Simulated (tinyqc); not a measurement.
Worked calculation: LDA (PW92) atom on a uniform radial grid, spin-unpolarised, for Li. Computed by tinyqc, a small Python program that keeps every step. Settings: Z = 3, points = 64, R = 9.2, functional = lda,pw, mixing = 0.2, iteration cap = 89. Command: `OMP_NUM_THREADS=1 python tinyqc.py 29086 29087 out.jsonl` (the two numbers bound the seeds that draw the settings). One thread of a shared host (Intel(R) Xeon(R) Processor @ 2.60GHz), about 0.1 s of CPU time with the checks. Later iterations appear only in the table of the cycle.

## Iteration 1

Spherical atom on a uniform radial grid r_j = j h with h = R/(N + 1), h sum u^2 = 1 and integrals as h times sums, u(0) = u(R) = 0 (atomic units):
```
parameter,value
Z,3
points N,64
R,9.200000
h,0.141538
mixing,0.200000
electrons in 1s,2
electrons in 2s,1
```

Three-point differences turn -u''/2 + [l(l+1)/2r^2 - Z/r + V] u = e u into a tridiagonal matrix (diagonal 1/h^2 + potential, off-diagonal -1/2h^2). D = sum f u^2; the Hartree potential y/r solves y'' = -D/r with y(0) = 0, y(R) = N_e; v_xc comes from rho = D/(4 pi r^2); E = sum f e - int D V + int D (V_H/2 + eps_xc); V(new) = V + mixing (V_H + v_xc - V).

eigenvalues (hartree): 1s -4.3136, 2s -1.1126

Every 4th grid point:
```
r,V in,u(1s),u(2s),D,V_H,v_xc
0.5662,0.0000,1.0828,0.1533,2.3685,3.7986,-0.8999
1.1323,0.0000,0.4154,-0.5155,0.6109,2.3010,-0.3841
1.6985,0.0000,0.1195,-0.7508,0.5923,1.6634,-0.2971
2.2646,0.0000,0.0306,-0.6708,0.4518,1.2957,-0.2300
2.8308,0.0000,0.0073,-0.4900,0.2402,1.0521,-0.1664
3.3969,0.0000,0.0017,-0.3197,0.1022,0.8812,-0.1156
3.9631,0.0000,3.78e-04,-0.1940,0.0376,0.7565,-0.0782
4.5292,0.0000,8.28e-05,-0.1119,0.0125,0.6623,-0.0520
5.0954,0.0000,1.79e-05,-0.0622,0.0039,0.5887,-0.0339
5.6615,0.0000,3.81e-06,-0.0335,0.0011,0.5299,-0.0219
6.2277,0.0000,8.04e-07,-0.0177,3.12e-04,0.4817,-0.0139
6.7938,0.0000,1.68e-07,-0.0091,8.33e-05,0.4416,-0.0087
7.3600,0.0000,3.49e-08,-0.0046,2.13e-05,0.4076,-0.0054
7.9262,0.0000,7.21e-09,-0.0022,5.03e-06,0.3785,-0.0032
8.4923,0.0000,1.46e-09,-0.0010,9.30e-07,0.3533,-0.0018
9.0585,0.0000,1.66e-10,-1.71e-04,2.92e-08,0.3312,-0.0006
```

total energy = -6.559175 hartree

## Iteration 2

As before.

eigenvalues (hartree): 1s -3.6836, 2s -0.8463

Every 4th grid point:
```
r,V in,u(1s),u(2s),D,V_H,v_xc
0.5662,0.5797,1.0821,0.1693,2.3704,3.7147,-0.9002
1.1323,0.3834,0.4446,-0.4297,0.5800,2.2586,-0.3780
1.6985,0.2733,0.1395,-0.6987,0.5271,1.6375,-0.2868
2.2646,0.2131,0.0393,-0.6815,0.4675,1.2830,-0.2324
2.8308,0.1771,0.0104,-0.5424,0.2944,1.0469,-0.1768
3.3969,0.1531,0.0027,-0.3858,0.1489,0.8793,-0.1293
3.9631,0.1357,0.0007,-0.2555,0.0653,0.7559,-0.0922
4.5292,0.1221,1.62e-04,-0.1609,0.0259,0.6621,-0.0646
5.0954,0.1110,3.90e-05,-0.0977,0.0096,0.5887,-0.0446
5.6615,0.1016,9.28e-06,-0.0577,0.0033,0.5299,-0.0304
6.2277,0.0936,2.19e-06,-0.0333,0.0011,0.4817,-0.0205
6.7938,0.0866,5.12e-07,-0.0188,3.54e-04,0.4416,-0.0137
7.3600,0.0804,1.19e-07,-0.0104,1.08e-04,0.4076,-0.0090
7.9262,0.0750,2.76e-08,-0.0055,2.99e-05,0.3785,-0.0057
8.4923,0.0703,6.20e-09,-0.0025,6.26e-06,0.3533,-0.0033
9.0585,0.0661,7.61e-10,-4.57e-04,2.09e-07,0.3312,-0.0011
```

total energy = -6.716383 hartree

## Iteration 3

As before.

eigenvalues (hartree): 1s -3.2060, 2s -0.6521

Every 4th grid point:
```
r,V in,u(1s),u(2s),D,V_H,v_xc
0.5662,1.0267,1.0797,0.1766,2.3626,3.6422,-0.8992
1.1323,0.6828,0.4680,-0.3595,0.5673,2.2212,-0.3754
1.6985,0.4887,0.1573,-0.6430,0.4629,1.6128,-0.2757
2.2646,0.3806,0.0478,-0.6740,0.4588,1.2693,-0.2311
2.8308,0.3157,0.0138,-0.5753,0.3313,1.0405,-0.1832
3.3969,0.2725,0.0038,-0.4390,0.1927,0.8766,-0.1397
3.9631,0.2413,0.0010,-0.3120,0.0973,0.7549,-0.1039
4.5292,0.2171,2.76e-04,-0.2111,0.0446,0.6617,-0.0760
5.0954,0.1976,7.27e-05,-0.1378,0.0190,0.5886,-0.0549
5.6615,0.1812,1.89e-05,-0.0876,0.0077,0.5298,-0.0392
6.2277,0.1671,4.89e-06,-0.0544,0.0030,0.4817,-0.0277
6.7938,0.1548,1.25e-06,-0.0330,0.0011,0.4416,-0.0194
7.3600,0.1441,3.20e-07,-0.0195,3.80e-04,0.4076,-0.0133
7.9262,0.1346,8.11e-08,-0.0109,1.19e-04,0.3785,-0.0088
8.4923,0.1262,1.99e-08,-0.0052,2.73e-05,0.3533,-0.0053
9.0585,0.1189,2.58e-09,-0.0010,9.51e-07,0.3312,-0.0017
```

total energy = -6.818814 hartree

## Convergence

Stop when input and output potentials agree to 1e-7.

Course of the cycle (hartree):
```
iteration,E,e(1s),e(2s),largest |V(out) - V(in)|
1,-6.559175,-4.3136,-1.1126,4.24e+00
2,-6.716383,-3.6836,-0.8463,3.21e+00
3,-6.818814,-3.2060,-0.6521,2.42e+00
4,-6.884374,-2.8444,-0.5099,1.82e+00
5,-6.925623,-2.5712,-0.4054,1.36e+00
6,-6.951160,-2.3650,-0.3283,1.01e+00
7,-6.966744,-2.2097,-0.2710,7.51e-01
8,-6.976147,-2.0929,-0.2283,5.56e-01
9,-6.981776,-2.0051,-0.1963,4.10e-01
10,-6.985131,-1.9392,-0.1722,3.02e-01
11,-6.987129,-1.8897,-0.1539,2.22e-01
...,...,...,...,...
66,-6.990113,-1.7442,-0.0956,6.54e-07
67,-6.990113,-1.7442,-0.0956,5.35e-07
68,-6.990113,-1.7442,-0.0956,4.38e-07
69,-6.990113,-1.7442,-0.0956,3.58e-07
70,-6.990113,-1.7442,-0.0956,2.95e-07
71,-6.990113,-1.7442,-0.0956,2.42e-07
72,-6.990113,-1.7442,-0.0956,1.99e-07
73,-6.990113,-1.7442,-0.0956,1.63e-07
74,-6.990113,-1.7442,-0.0956,1.34e-07
75,-6.990113,-1.7442,-0.0956,1.10e-07
76,-6.990113,-1.7442,-0.0956,8.97e-08
```

Converged in 76 iterations. A uniform grid resolves the cusp poorly: for a bare nucleus this grid gives 1s at -4.31362 against -Z^2/2 = -4.5 hartree. Before convergence this energy mixes input and output and is not variational, so it may rise towards its limit.
